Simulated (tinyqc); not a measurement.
Inside a calculation (part 1 of 2). Method: ROHF in the 6-31g basis, for H4, spin multiplicity 3. Computed by tinyqc, a small Python program that keeps every step (integrals from PySCF). Settings: charge = 0, multiplicity = 3, basis = 6-31g, energy threshold = 1e-08, iteration cap = 75, orthogonalisation = canonical, start = core, DIIS depth = 0, method = ROHF. Command: `OMP_NUM_THREADS=1 python tinyqc.py 30632 30633 out.jsonl` (the two numbers bound the seeds that draw the settings). One thread of a shared host (Intel(R) Xeon(R) Processor @ 2.60GHz), about 0.05 s of CPU time with the checks. Later iterations appear only in the table of the cycle.

## One-electron integrals

Geometry (angstrom):
```
atom,x,y,z
H,0.000000,0.000000,0.000000
H,0.000000,0.000000,1.310000
H,0.000000,0.990000,0.000000
H,0.000000,0.990000,1.310000
```

Basis 6-31g: exponents (1/bohr^2) and contraction coefficients of normalised primitives:
```
element,l (shell),exponent,coefficient
H,s (1),18.731137,0.033495
H,s (1),2.825394,0.234727
H,s (1),0.640122,0.813757
H,s (2),0.161278,1.000000
```

Overlap, kinetic and nuclear-attraction integrals over the contracted functions; the nuclear repulsion is the sum of Za Zb / Rab.

nuclear repulsion = 2.52149673 hartree

overlap S, lower triangle:
```
,1H 1s,1H 2s,2H 1s,2H 2s,3H 1s,3H 2s,4H 1s,4H 2s
1H 1s,1.000000
1H 2s,0.658292,1.000000
2H 1s,0.104081,0.294329,1.000000
2H 2s,0.294329,0.610071,0.658292,1.000000
3H 1s,0.259790,0.415580,0.032131,0.186020,1.000000
3H 2s,0.415580,0.754096,0.186020,0.460052,0.658292,1.000000
4H 1s,0.032131,0.186020,0.259790,0.415580,0.104081,0.294329,1.000000
4H 2s,0.186020,0.460052,0.415580,0.754096,0.294329,0.610071,0.658292,1.000000
```

kinetic energy T (hartree), lower triangle:
```
,1H 1s,1H 2s,2H 1s,2H 2s,3H 1s,3H 2s,4H 1s,4H 2s
1H 1s,1.395678
1H 2s,0.259735,0.241917
2H 1s,-0.047357,0.053567,1.395678
2H 2s,0.053567,0.098964,0.259735,0.241917
3H 1s,0.033206,0.113400,-0.037247,0.011457,1.395678
3H 2s,0.113400,0.148103,0.011457,0.053687,0.259735,0.241917
4H 1s,-0.037247,0.011457,0.033206,0.113400,-0.047357,0.053567,1.395678
4H 2s,0.011457,0.053687,0.113400,0.148103,0.053567,0.098964,0.259735,0.241917
```

nuclear attraction V (hartree), lower triangle:
```
,1H 1s,1H 2s,2H 1s,2H 2s,3H 1s,3H 2s,4H 1s,4H 2s
1H 1s,-2.912983
1H 2s,-1.566250,-1.807557
2H 1s,-0.260649,-0.712311,-2.912983
2H 2s,-0.712311,-1.175158,-1.566250,-1.807557
3H 1s,-0.708700,-1.018219,-0.082691,-0.464508,-2.912983
3H 2s,-1.018219,-1.433598,-0.464508,-0.933797,-1.566250,-1.807557
4H 1s,-0.082691,-0.464508,-0.708700,-1.018219,-0.260649,-0.712311,-2.912983
4H 2s,-0.464508,-0.933797,-1.018219,-1.433598,-0.712311,-1.175158,-1.566250,-1.807557
```

core Hamiltonian H = T + V (hartree), lower triangle:
```
,1H 1s,1H 2s,2H 1s,2H 2s,3H 1s,3H 2s,4H 1s,4H 2s
1H 1s,-1.517305
1H 2s,-1.306515,-1.565640
2H 1s,-0.308006,-0.658745,-1.517305
2H 2s,-0.658745,-1.076195,-1.306515,-1.565640
3H 1s,-0.675493,-0.904819,-0.119938,-0.453051,-1.517305
3H 2s,-0.904819,-1.285495,-0.453051,-0.880109,-1.306515,-1.565640
4H 1s,-0.119938,-0.453051,-0.675493,-0.904819,-0.308006,-0.658745,-1.517305
4H 2s,-0.453051,-0.880109,-0.904819,-1.285495,-0.658745,-1.076195,-1.306515,-1.565640
```

## Two-electron integrals

Functions are numbered as in S; the eight-fold symmetry (ij|kl) = (ji|kl) = (kl|ij) leaves the list below.

Two-electron integrals (ij|kl) in chemists' order, unique and non-zero (hartree):
```
i,j,k,l,(ij|kl)
1,1,1,1,1.076566
2,1,1,1,0.578470
2,1,2,1,0.329423
2,2,1,1,0.587396
2,2,2,1,0.361304
2,2,2,2,0.453150
3,1,1,1,0.073997
3,1,2,1,0.044434
3,1,2,2,0.052753
3,1,3,1,0.009819
3,2,1,1,0.141100
3,2,2,1,0.090142
3,2,2,2,0.121504
3,2,3,1,0.022553
3,2,3,2,0.064928
3,3,1,1,0.402938
3,3,2,1,0.263370
3,3,2,2,0.376100
3,3,3,1,0.073997
3,3,3,2,0.247001
3,3,3,3,1.076566
4,1,1,1,0.247001
4,1,2,1,0.142153
4,1,2,2,0.158546
4,1,3,1,0.022553
4,1,3,2,0.047166
4,1,3,3,0.141100
4,1,4,1,0.064928
4,2,1,1,0.314249
4,2,2,1,0.196364
4,2,2,2,0.255277
4,2,3,1,0.036400
4,2,3,2,0.093680
4,2,3,3,0.314249
4,2,4,1,0.093680
4,2,4,2,0.168657
4,3,1,1,0.263370
4,3,2,1,0.171188
4,3,2,2,0.242180
4,3,3,1,0.044434
4,3,3,2,0.142153
4,3,3,3,0.578470
4,3,4,1,0.090142
4,3,4,2,0.196364
4,3,4,3,0.329423
4,4,1,1,0.376100
4,4,2,1,0.242180
4,4,2,2,0.339426
4,4,3,1,0.052753
4,4,3,2,0.158546
4,4,3,3,0.587396
4,4,4,1,0.121504
4,4,4,2,0.255277
4,4,4,3,0.361304
4,4,4,4,0.453150
5,1,1,1,0.211511
5,1,2,1,0.123169
5,1,2,2,0.139179
5,1,3,1,0.016256
5,1,3,2,0.033536
5,1,3,3,0.097744
5,1,4,1,0.053083
5,1,4,2,0.075334
5,1,4,3,0.064011
5,1,4,4,0.092545
5,1,5,1,0.062960
5,2,1,1,0.243381
5,2,2,1,0.151381
5,2,2,2,0.191828
5,2,3,1,0.020993
5,2,3,2,0.047413
5,2,3,3,0.142579
5,2,4,1,0.066019
5,2,4,2,0.106036
5,2,4,3,0.093373
5,2,4,4,0.136262
5,2,5,1,0.084010
5,2,5,2,0.130187
5,3,1,1,0.019311
5,3,2,1,0.012039
5,3,2,2,0.015190
5,3,3,1,0.002528
5,3,3,2,0.006093
5,3,3,3,0.019649
5,3,4,1,0.006044
5,3,4,2,0.010427
5,3,4,3,0.012166
5,3,4,4,0.015232
5,3,5,1,0.005679
5,3,5,2,0.008176
5,3,5,3,0.000925
5,4,1,1,0.105872
5,4,2,1,0.066139
5,4,2,2,0.084575
5,4,3,1,0.010349
5,4,3,2,0.024030
5,4,3,3,0.073253
5,4,4,1,0.030166
5,4,4,2,0.050294
5,4,4,3,0.047614
5,4,4,4,0.067508
5,4,5,1,0.036171
5,4,5,2,0.056267
5,4,5,3,0.004144
5,4,5,4,0.025756
5,5,1,1,0.524199
5,5,2,1,0.335200
5,5,2,2,0.444227
5,5,3,1,0.045997
5,5,3,2,0.106636
5,5,3,3,0.322208
5,5,4,1,0.146249
5,5,4,2,0.244978
5,5,4,3,0.211870
5,5,4,4,0.314934
5,5,5,1,0.211511
5,5,5,2,0.355667
5,5,5,3,0.019649
5,5,5,4,0.152127
5,5,5,5,1.076566
6,1,1,1,0.355667
6,1,2,1,0.203780
6,1,2,2,0.225666
6,1,3,1,0.027531
6,1,3,2,0.056261
6,1,3,3,0.164673
6,1,4,1,0.087995
6,1,4,2,0.122782
6,1,4,3,0.107099
6,1,4,4,0.151831
6,1,5,1,0.084010
6,1,5,2,0.106222
6,1,5,3,0.008113
6,1,5,4,0.046269
6,1,5,5,0.243381
6,1,6,1,0.130187
6,2,1,1,0.410194
6,2,2,1,0.254696
6,2,2,2,0.326303
6,2,3,1,0.037230
6,2,3,2,0.087048
6,2,3,3,0.270157
6,2,4,1,0.111891
6,2,4,2,0.184368
6,2,4,3,0.174571
6,2,4,4,0.247100
6,2,5,1,0.112865
6,2,5,2,0.166985
6,2,5,3,0.012245
6,2,5,4,0.073421
6,2,5,5,0.410194
6,2,6,1,0.166985
6,2,6,2,0.257689
6,3,1,1,0.088089
6,3,2,1,0.056354
6,3,2,2,0.076223
6,3,3,1,0.013962
6,3,3,2,0.040227
6,3,3,3,0.152127
6,3,4,1,0.029416
6,3,4,2,0.058625
6,3,4,3,0.088061
6,3,4,4,0.099138
6,3,5,1,0.022228
6,3,5,2,0.032111
6,3,5,3,0.004144
6,3,5,4,0.016478
6,3,5,5,0.073253
6,3,6,1,0.035929
6,3,6,2,0.056745
6,3,6,3,0.025756
6,4,1,1,0.221277
6,4,2,1,0.139315
6,4,2,2,0.184368
6,4,3,1,0.025502
6,4,3,2,0.066244
6,4,3,3,0.221277
6,4,4,1,0.066244
6,4,4,2,0.121446
6,4,4,3,0.139315
6,4,4,4,0.184368
6,4,5,1,0.060636
6,4,5,2,0.091038
6,4,5,3,0.008455
6,4,5,4,0.043468
6,4,5,5,0.221277
6,4,6,1,0.091038
6,4,6,2,0.145166
6,4,6,3,0.043468
6,4,6,4,0.095908
6,5,1,1,0.335200
6,5,2,1,0.212867
6,5,2,2,0.281957
6,5,3,1,0.029824
6,5,3,2,0.069664
6,5,3,3,0.211870
6,5,4,1,0.093137
6,5,4,2,0.156923
6,5,4,3,0.139041
6,5,4,4,0.205073
6,5,5,1,0.123169
6,5,5,2,0.203780
6,5,5,3,0.012166
6,5,5,4,0.088061
6,5,5,5,0.578470
6,5,6,1,0.151381
6,5,6,2,0.254696
6,5,6,3,0.047614
6,5,6,4,0.139315
6,5,6,5,0.329423
6,6,1,1,0.444227
6,6,2,1,0.281957
6,6,2,2,0.380580
6,6,3,1,0.041427
6,6,3,2,0.100603
6,6,3,3,0.314934
6,6,4,1,0.124238
6,6,4,2,0.216846
6,6,4,3,0.205073
6,6,4,4,0.297130
6,6,5,1,0.139179
6,6,5,2,0.225666
6,6,5,3,0.015232
6,6,5,4,0.099138
6,6,5,5,0.587396
6,6,6,1,0.191828
6,6,6,2,0.326303
6,6,6,3,0.067508
6,6,6,4,0.184368
6,6,6,5,0.361304
6,6,6,6,0.453150
7,1,1,1,0.019649
7,1,2,1,0.012166
7,1,2,2,0.015232
7,1,3,1,0.002528
7,1,3,2,0.006044
7,1,3,3,0.019311
7,1,4,1,0.006093
7,1,4,2,0.010427
7,1,4,3,0.012039
7,1,4,4,0.015190
7,1,5,1,0.005679
7,1,5,2,0.008113
7,1,5,3,0.000924
7,1,5,4,0.004119
7,1,5,5,0.019311
7,1,6,1,0.008176
7,1,6,2,0.012245
7,1,6,3,0.004119
7,1,6,4,0.008455
7,1,6,5,0.012039
7,1,6,6,0.015190
7,1,7,1,0.000925
7,2,1,1,0.073253
7,2,2,1,0.047614
7,2,2,2,0.067508
7,2,3,1,0.010349
7,2,3,2,0.030166
7,2,3,3,0.105872
7,2,4,1,0.024030
7,2,4,2,0.050294
7,2,4,3,0.066139
7,2,4,4,0.084575
7,2,5,1,0.022228
7,2,5,2,0.035929
7,2,5,3,0.004119
7,2,5,4,0.018830
7,2,5,5,0.088089
7,2,6,1,0.032111
7,2,6,2,0.056745
7,2,6,3,0.021195
7,2,6,4,0.043468
7,2,6,5,0.056354
7,2,6,6,0.076223
7,2,7,1,0.004144
7,2,7,2,0.025756
7,3,1,1,0.097744
7,3,2,1,0.064011
7,3,2,2,0.092545
7,3,3,1,0.016256
7,3,3,2,0.053083
7,3,3,3,0.211511
7,3,4,1,0.033536
7,3,4,2,0.075334
7,3,4,3,0.123169
7,3,4,4,0.139179
7,3,5,1,0.026912
7,3,5,2,0.041858
7,3,5,3,0.005679
7,3,5,4,0.022228
7,3,5,5,0.097744
7,3,6,1,0.041858
7,3,6,2,0.073142
7,3,6,3,0.036171
7,3,6,4,0.060636
7,3,6,5,0.064011
7,3,6,6,0.092545
7,3,7,1,0.005679
7,3,7,2,0.036171
7,3,7,3,0.062960
7,4,1,1,0.142579
7,4,2,1,0.093373
7,4,2,2,0.136262
7,4,3,1,0.020993
7,4,3,2,0.066019
7,4,3,3,0.243381
7,4,4,1,0.047413
7,4,4,2,0.106036
7,4,4,3,0.151381
7,4,4,4,0.191828
7,4,5,1,0.041858
7,4,5,2,0.068125
7,4,5,3,0.008113
7,4,5,4,0.035929
7,4,5,5,0.164673
7,4,6,1,0.062212
7,4,6,2,0.113115
7,4,6,3,0.046269
7,4,6,4,0.091038
7,4,6,5,0.107099
7,4,6,6,0.151831
7,4,7,1,0.008176
7,4,7,2,0.056267
7,4,7,3,0.084010
7,4,7,4,0.130187
7,5,1,1,0.045997
7,5,2,1,0.029824
7,5,2,2,0.041427
7,5,3,1,0.005533
7,5,3,2,0.014450
7,5,3,3,0.045997
7,5,4,1,0.014450
7,5,4,2,0.027824
7,5,4,3,0.029824
7,5,4,4,0.041427
7,5,5,1,0.016256
7,5,5,2,0.027531
7,5,5,3,0.002528
7,5,5,4,0.013962
7,5,5,5,0.073997
7,5,6,1,0.020993
7,5,6,2,0.037230
7,5,6,3,0.010349
7,5,6,4,0.025502
7,5,6,5,0.044434
7,5,6,6,0.052753
7,5,7,1,0.002528
7,5,7,2,0.013962
7,5,7,3,0.016256
7,5,7,4,0.027531
7,5,7,5,0.009819
7,6,1,1,0.106636
7,6,2,1,0.069664
7,6,2,2,0.100603
7,6,3,1,0.014450
7,6,3,2,0.042358
7,6,3,3,0.146249
7,6,4,1,0.034676
7,6,4,2,0.073938
7,6,4,3,0.093137
7,6,4,4,0.124238
7,6,5,1,0.033536
7,6,5,2,0.056261
7,6,5,3,0.006044
7,6,5,4,0.029416
7,6,5,5,0.141100
7,6,6,1,0.047413
7,6,6,2,0.087048
7,6,6,3,0.030166
7,6,6,4,0.066244
7,6,6,5,0.090142
7,6,6,6,0.121504
7,6,7,1,0.006093
7,6,7,2,0.040227
7,6,7,3,0.053083
7,6,7,4,0.087995
7,6,7,5,0.022553
7,6,7,6,0.064928
7,7,1,1,0.322208
7,7,2,1,0.211870
7,7,2,2,0.314934
7,7,3,1,0.045997
7,7,3,2,0.146249
7,7,3,3,0.524199
7,7,4,1,0.106636
7,7,4,2,0.244978
7,7,4,3,0.335200
7,7,4,4,0.444227
7,7,5,1,0.097744
7,7,5,2,0.164673
7,7,5,3,0.019311
7,7,5,4,0.088089
7,7,5,5,0.402938
7,7,6,1,0.142579
7,7,6,2,0.270157
7,7,6,3,0.105872
7,7,6,4,0.221277
7,7,6,5,0.263370
7,7,6,6,0.376100
7,7,7,1,0.019649
7,7,7,2,0.152127
7,7,7,3,0.211511
7,7,7,4,0.355667
7,7,7,5,0.073997
7,7,7,6,0.247001
7,7,7,7,1.076566
8,1,1,1,0.152127
8,1,2,1,0.088061
8,1,2,2,0.099138
8,1,3,1,0.013962
8,1,3,2,0.029416
8,1,3,3,0.088089
8,1,4,1,0.040227
8,1,4,2,0.058625
8,1,4,3,0.056354
8,1,4,4,0.076223
8,1,5,1,0.036171
8,1,5,2,0.046269
8,1,5,3,0.004119
8,1,5,4,0.021195
8,1,5,5,0.105872
8,1,6,1,0.056267
8,1,6,2,0.073421
8,1,6,3,0.018830
8,1,6,4,0.043468
8,1,6,5,0.066139
8,1,6,6,0.084575
8,1,7,1,0.004144
8,1,7,2,0.016478
8,1,7,3,0.022228
8,1,7,4,0.032111
8,1,7,5,0.010349
8,1,7,6,0.024030
8,1,7,7,0.073253
8,1,8,1,0.025756
8,2,1,1,0.221277
8,2,2,1,0.139315
8,2,2,2,0.184368
8,2,3,1,0.025502
8,2,3,2,0.066244
8,2,3,3,0.221277
8,2,4,1,0.066244
8,2,4,2,0.121446
8,2,4,3,0.139315
8,2,4,4,0.184368
8,2,5,1,0.060636
8,2,5,2,0.091038
8,2,5,3,0.008455
8,2,5,4,0.043468
8,2,5,5,0.221277
8,2,6,1,0.091038
8,2,6,2,0.145166
8,2,6,3,0.043468
8,2,6,4,0.095908
8,2,6,5,0.139315
8,2,6,6,0.184368
8,2,7,1,0.008455
8,2,7,2,0.043468
8,2,7,3,0.060636
8,2,7,4,0.091038
8,2,7,5,0.025502
8,2,7,6,0.066244
8,2,7,7,0.221277
8,2,8,1,0.043468
8,2,8,2,0.095908
8,3,1,1,0.164673
8,3,2,1,0.107099
8,3,2,2,0.151831
8,3,3,1,0.027531
8,3,3,2,0.087995
8,3,3,3,0.355667
8,3,4,1,0.056261
8,3,4,2,0.122782
8,3,4,3,0.203780
8,3,4,4,0.225666
8,3,5,1,0.041858
8,3,5,2,0.062212
8,3,5,3,0.008176
8,3,5,4,0.032111
8,3,5,5,0.142579
8,3,6,1,0.068125
8,3,6,2,0.113115
8,3,6,3,0.056267
8,3,6,4,0.091038
8,3,6,5,0.093373
8,3,6,6,0.136262
8,3,7,1,0.008113
8,3,7,2,0.046269
8,3,7,3,0.084010
8,3,7,4,0.106222
8,3,7,5,0.020993
8,3,7,6,0.066019
8,3,7,7,0.243381
8,3,8,1,0.035929
8,3,8,2,0.091038
8,3,8,3,0.130187
8,4,1,1,0.270157
8,4,2,1,0.174571
8,4,2,2,0.247100
8,4,3,1,0.037230
8,4,3,2,0.111891
8,4,3,3,0.410194
8,4,4,1,0.087048
8,4,4,2,0.184368
8,4,4,3,0.254696
8,4,4,4,0.326303
8,4,5,1,0.073142
8,4,5,2,0.113115
8,4,5,3,0.012245
8,4,5,4,0.056745
8,4,5,5,0.270157
8,4,6,1,0.113115
8,4,6,2,0.193018
8,4,6,3,0.073421
8,4,6,4,0.145166
8,4,6,5,0.174571
8,4,6,6,0.247100
8,4,7,1,0.012245
8,4,7,2,0.073421
8,4,7,3,0.112865
8,4,7,4,0.166985
8,4,7,5,0.037230
8,4,7,6,0.111891
8,4,7,7,0.410194
8,4,8,1,0.056745
8,4,8,2,0.145166
8,4,8,3,0.166985
8,4,8,4,0.257689
8,5,1,1,0.146249
8,5,2,1,0.093137
8,5,2,2,0.124238
8,5,3,1,0.014450
8,5,3,2,0.034676
8,5,3,3,0.106636
8,5,4,1,0.042358
8,5,4,2,0.073938
8,5,4,3,0.069664
8,5,4,4,0.100603
8,5,5,1,0.053083
8,5,5,2,0.087995
8,5,5,3,0.006093
8,5,5,4,0.040227
8,5,5,5,0.247001
8,5,6,1,0.066019
8,5,6,2,0.111891
8,5,6,3,0.024030
8,5,6,4,0.066244
8,5,6,5,0.142153
8,5,6,6,0.158546
8,5,7,1,0.006044
8,5,7,2,0.029416
8,5,7,3,0.033536
8,5,7,4,0.056261
8,5,7,5,0.022553
8,5,7,6,0.047166
8,5,7,7,0.141100
8,5,8,1,0.030166
8,5,8,2,0.066244
8,5,8,3,0.047413
8,5,8,4,0.087048
8,5,8,5,0.064928
8,6,1,1,0.244978
8,6,2,1,0.156923
8,6,2,2,0.216846
8,6,3,1,0.027824
8,6,3,2,0.073938
8,6,3,3,0.244978
8,6,4,1,0.073938
8,6,4,2,0.141647
8,6,4,3,0.156923
8,6,4,4,0.216846
8,6,5,1,0.075334
8,6,5,2,0.122782
8,6,5,3,0.010427
8,6,5,4,0.058625
8,6,5,5,0.314249
8,6,6,1,0.106036
8,6,6,2,0.184368
8,6,6,3,0.050294
8,6,6,4,0.121446
8,6,6,5,0.196364
8,6,6,6,0.255277
8,6,7,1,0.010427
8,6,7,2,0.058625
8,6,7,3,0.075334
8,6,7,4,0.122782
8,6,7,5,0.036400
8,6,7,6,0.093680
8,6,7,7,0.314249
8,6,8,1,0.050294
8,6,8,2,0.121446
8,6,8,3,0.106036
8,6,8,4,0.184368
8,6,8,5,0.093680
8,6,8,6,0.168657
8,7,1,1,0.211870
8,7,2,1,0.139041
8,7,2,2,0.205073
8,7,3,1,0.029824
8,7,3,2,0.093137
8,7,3,3,0.335200
8,7,4,1,0.069664
8,7,4,2,0.156923
8,7,4,3,0.212867
8,7,4,4,0.281957
8,7,5,1,0.064011
8,7,5,2,0.107099
8,7,5,3,0.012039
8,7,5,4,0.056354
8,7,5,5,0.263370
8,7,6,1,0.093373
8,7,6,2,0.174571
8,7,6,3,0.066139
8,7,6,4,0.139315
8,7,6,5,0.171188
8,7,6,6,0.242180
8,7,7,1,0.012166
8,7,7,2,0.088061
8,7,7,3,0.123169
8,7,7,4,0.203780
8,7,7,5,0.044434
8,7,7,6,0.142153
8,7,7,7,0.578470
8,7,8,1,0.047614
8,7,8,2,0.139315
8,7,8,3,0.151381
8,7,8,4,0.254696
8,7,8,5,0.090142
8,7,8,6,0.196364
8,7,8,7,0.329423
8,8,1,1,0.314934
8,8,2,1,0.205073
8,8,2,2,0.297130
8,8,3,1,0.041427
8,8,3,2,0.124238
8,8,3,3,0.444227
8,8,4,1,0.100603
8,8,4,2,0.216846
8,8,4,3,0.281957
8,8,4,4,0.380580
8,8,5,1,0.092545
8,8,5,2,0.151831
8,8,5,3,0.015190
8,8,5,4,0.076223
8,8,5,5,0.376100
8,8,6,1,0.136262
8,8,6,2,0.247100
8,8,6,3,0.084575
8,8,6,4,0.184368
8,8,6,5,0.242180
8,8,6,6,0.339426
8,8,7,1,0.015232
8,8,7,2,0.099138
8,8,7,3,0.139179
8,8,7,4,0.225666
8,8,7,5,0.052753
8,8,7,6,0.158546
8,8,7,7,0.587396
8,8,8,1,0.067508
8,8,8,2,0.184368
8,8,8,3,0.191828
8,8,8,4,0.326303
8,8,8,5,0.121504
8,8,8,6,0.255277
8,8,8,7,0.361304
8,8,8,8,0.453150
```

## Orthogonalisation

S = U s U^T; canonical form X = U s^(-1/2), so that X^T S X = 1. Each column of U has its largest component positive (the first on a tie).

eigenvalues of S: 0.065896  0.195962  0.270859  0.399685  0.698248  1.012121  1.536691  3.820536

X:
```
,1,2,3,4,5,6,7,8
1H 1s,-0.424169,-0.559074,-0.548838,0.665822,0.584003,0.431844,0.331048,0.138051
1H 2s,1.901029,0.981423,0.788520,-0.426818,0.130306,0.246003,0.230422,0.215355
2H 1s,0.424169,-0.559074,0.548838,0.665822,-0.584003,0.431844,-0.331048,0.138051
2H 2s,-1.901029,0.981423,-0.788520,-0.426818,-0.130306,0.246003,-0.230422,0.215355
3H 1s,0.424169,0.559074,-0.548838,0.665822,-0.584003,-0.431844,0.331048,0.138051
3H 2s,-1.901029,-0.981423,0.788520,-0.426818,-0.130306,-0.246003,0.230422,0.215355
4H 1s,-0.424169,0.559074,0.548838,0.665822,0.584003,-0.431844,-0.331048,0.138051
4H 2s,1.901029,-0.981423,-0.788520,-0.426818,0.130306,-0.246003,-0.230422,0.215355
```

## Starting guess

The start is the orbitals of the core Hamiltonian; D(s) = C_occ C_occ^T for each spin.

D(alpha) at the start, lower triangle:
```
,1H 1s,1H 2s,2H 1s,2H 2s,3H 1s,3H 2s,4H 1s,4H 2s
1H 1s,0.317161
1H 2s,0.237676,0.215659
2H 1s,0.070557,0.096470,0.317161
2H 2s,0.096470,0.134804,0.237676,0.215659
3H 1s,0.093296,-0.032146,-0.153308,-0.173352,0.317161
3H 2s,-0.032146,-0.109553,-0.173352,-0.190408,0.237676,0.215659
4H 1s,-0.153308,-0.173352,0.093296,-0.032146,0.070557,0.096470,0.317161
4H 2s,-0.173352,-0.190408,-0.032146,-0.109553,0.096470,0.134804,0.237676,0.215659
```

D(beta) at the start, lower triangle:
```
,1H 1s,1H 2s,2H 1s,2H 2s,3H 1s,3H 2s,4H 1s,4H 2s
1H 1s,0.081927
1H 2s,0.032162,0.012626
2H 1s,0.081927,0.032162,0.081927
2H 2s,0.032162,0.012626,0.032162,0.012626
3H 1s,0.081927,0.032162,0.081927,0.032162,0.081927
3H 2s,0.032162,0.012626,0.032162,0.012626,0.032162,0.012626
4H 1s,0.081927,0.032162,0.081927,0.032162,0.081927,0.032162,0.081927
4H 2s,0.032162,0.012626,0.032162,0.012626,0.032162,0.012626,0.032162,0.012626
```

## Iteration 1: building the Fock matrix

J_ij = sum D_kl (ij|kl) with D = D(alpha) + D(beta), K_ij = sum D_kl (ik|jl) for each spin; F = H + J - K(s); E = tr D H + tr D J / 2 - 0.5 sum_s tr D(s) K(s) + E_nn.

Coulomb J (hartree), lower triangle:
```
,1H 1s,1H 2s,2H 1s,2H 2s,3H 1s,3H 2s,4H 1s,4H 2s
1H 1s,2.132632
1H 2s,1.298757,1.651635
2H 1s,0.225959,0.601644,2.132632
2H 2s,0.601644,1.071045,1.298757,1.651635
3H 1s,0.571301,0.845779,0.073338,0.392738,2.132632
3H 2s,0.845779,1.299549,0.392738,0.844184,1.298757,1.651635
4H 1s,0.073338,0.392738,0.571301,0.845779,0.225959,0.601644,2.132632
4H 2s,0.392738,0.844184,0.845779,1.299549,0.601644,1.071045,1.298757,1.651635
```

exchange K(alpha) (hartree), lower triangle:
```
,1H 1s,1H 2s,2H 1s,2H 2s,3H 1s,3H 2s,4H 1s,4H 2s
1H 1s,0.732059
1H 2s,0.536204,0.508163
2H 1s,0.146458,0.269223,0.732059
2H 2s,0.269223,0.360402,0.536204,0.508163
3H 1s,0.313784,0.375425,-0.001254,0.158374,0.732059
3H 2s,0.375425,0.426723,0.158374,0.291079,0.536204,0.508163
4H 1s,-0.001254,0.158374,0.313784,0.375425,0.146458,0.269223,0.732059
4H 2s,0.158374,0.291079,0.375425,0.426723,0.269223,0.360402,0.536204,0.508163
```

exchange K(beta) (hartree), lower triangle:
```
,1H 1s,1H 2s,2H 1s,2H 2s,3H 1s,3H 2s,4H 1s,4H 2s
1H 1s,0.284585
1H 2s,0.261210,0.288799
2H 1s,0.146338,0.203225,0.284585
2H 2s,0.203225,0.258200,0.261210,0.288799
3H 1s,0.193587,0.232159,0.122631,0.185177,0.284585
3H 2s,0.232159,0.276066,0.185177,0.247826,0.261210,0.288799
4H 1s,0.122631,0.185177,0.193587,0.232159,0.146338,0.203225,0.284585
4H 2s,0.185177,0.247826,0.232159,0.276066,0.203225,0.258200,0.261210,0.288799
```

F(alpha) (hartree), lower triangle:
```
,1H 1s,1H 2s,2H 1s,2H 2s,3H 1s,3H 2s,4H 1s,4H 2s
1H 1s,-0.116732
1H 2s,-0.543962,-0.422168
2H 1s,-0.228505,-0.326324,-0.116732
2H 2s,-0.326324,-0.365551,-0.543962,-0.422168
3H 1s,-0.417976,-0.434465,-0.045346,-0.218687,-0.116732
3H 2s,-0.434465,-0.412669,-0.218687,-0.327005,-0.543962,-0.422168
4H 1s,-0.045346,-0.218687,-0.417976,-0.434465,-0.228505,-0.326324,-0.116732
4H 2s,-0.218687,-0.327005,-0.434465,-0.412669,-0.326324,-0.365551,-0.543962,-0.422168
```

F(beta) (hartree), lower triangle:
```
,1H 1s,1H 2s,2H 1s,2H 2s,3H 1s,3H 2s,4H 1s,4H 2s
1H 1s,0.330743
1H 2s,-0.268969,-0.202804
2H 1s,-0.228385,-0.260326,0.330743
2H 2s,-0.260326,-0.263349,-0.268969,-0.202804
3H 1s,-0.297780,-0.291198,-0.169231,-0.245490,0.330743
3H 2s,-0.291198,-0.262012,-0.245490,-0.283752,-0.268969,-0.202804
4H 1s,-0.169231,-0.245490,-0.297780,-0.291198,-0.228385,-0.260326,0.330743
4H 2s,-0.245490,-0.283752,-0.291198,-0.262012,-0.260326,-0.263349,-0.268969,-0.202804
```

total energy of this density = -1.86051948 hartree

## Iteration 1: Roothaan effective Fock matrix

With projectors Pc = D(beta) S, Po = (D(alpha) - D(beta)) S, Pv = 1 - D(alpha) S, the block xy is Px^T F Py; with Fc = (F(alpha) + F(beta))/2, the blocks are Fc for cc, oo, vv and cv, F(beta) for co and F(alpha) for ov.

effective F (hartree), lower triangle:
```
,1H 1s,1H 2s,2H 1s,2H 2s,3H 1s,3H 2s,4H 1s,4H 2s
1H 1s,0.089518
1H 2s,-0.401531,-0.297957
2H 1s,-0.230430,-0.296709,0.089518
2H 2s,-0.296709,-0.318146,-0.401531,-0.297957
3H 1s,-0.355892,-0.359447,-0.089801,-0.237023,0.089518
3H 2s,-0.359447,-0.333645,-0.237023,-0.319907,-0.401531,-0.297957
4H 1s,-0.089801,-0.237023,-0.355892,-0.359447,-0.230430,-0.296709,0.089518
4H 2s,-0.237023,-0.319907,-0.359447,-0.333645,-0.296709,-0.318146,-0.401531,-0.297957
```
